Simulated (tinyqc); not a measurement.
Cap thickness from the capacitance plateau.

Inverse problem. With only the buried channel on, 1/C = 1/Cox + (tc + zc)/(eps0 eps_r), Cox = eps0 eox/tox. Find tc and the oxide-equivalent thickness 3.9 eps0/C.

Parameters, values chosen for the exercise; band and dielectric values close to those of silicon:
```
symbol  value  unit                                                                 meaning
eps_r    11.9                                                         relative permittivity
eox       3.9        relative permittivity of the gate insulator (close to silicon dioxide)
tox       3.6    nm                                                     insulator thickness
zc        0.8    nm                    depth of the hole centroid below the top of the SiGe
```

Constants: eps0 = 8.8541878128e-14 F/cm where lengths are in cm. Results are converted to the units shown.

plateau of C/Cox with only the buried channel on = 0.67042254

Answer. The cap and the centroid act as a second capacitor in series with the insulator.

tc = 4.600 nm
equivalent thickness = 5.370 nm

tinyqc, about 0.02 s, one thread, Intel Xeon 2.30GHz (shared host): `OMP_NUM_THREADS=1 python tinyqc.py 2042155 2042156 out.jsonl`
